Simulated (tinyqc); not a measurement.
# Inverter chain driving a load

N inverters, each f = Hc^(1/N) times larger than the one before: delay tau N (f + pp). Switched capacitance in units of the first input, with output capacitance pp times the input: Hc + (1 + pp)(Hc - 1)/(f - 1).

Inputs (values chosen for the exercise):
- Hc = 1800 (load over the input capacitance of the chain)
- pp = 1 (parasitic delay of an inverter)
- tau = 6.9 ps (delay unit)

Result of one run:
```
N       f  delay (ps)  switched capacitance
5  4.4777      188.98                2834.6
```

What becomes of these results when the number of stages N is changed from 5 to 3, all else the same?

Result of the changed run:
```
N       f  delay (ps)  switched capacitance
3  12.164      272.50                2122.3
```

The whole series:
```
N        f  delay (ps)  switched capacitance
3   12.164      272.50                2122.3
4   6.5136      207.37                2452.6
5   4.4777      188.98                2834.6
6   3.4878      185.79                3246.3
7   2.9177      189.22                3676.2
8   2.5522      196.08                4118.0
9   2.2998      204.92                4568.0
10  2.1161      215.01                5023.9
```

The delay goes from 273 through a minimum of 186 (at N = 6 among the rows listed) to 215 ps. The best stage effort solves pp + rho (1 - ln rho) = 0, rho = 3.59, which gives N = ln Hc/ln rho = 5.86. One stage fewer than the best costs 1.7 % in delay and saves 13 % of the switched capacitance.

Numbers from tinyqc (`OMP_NUM_THREADS=1 python tinyqc.py 2082123 2082124 out.jsonl`; about 0.01 s on one thread of a shared Intel Xeon 2.30GHz).
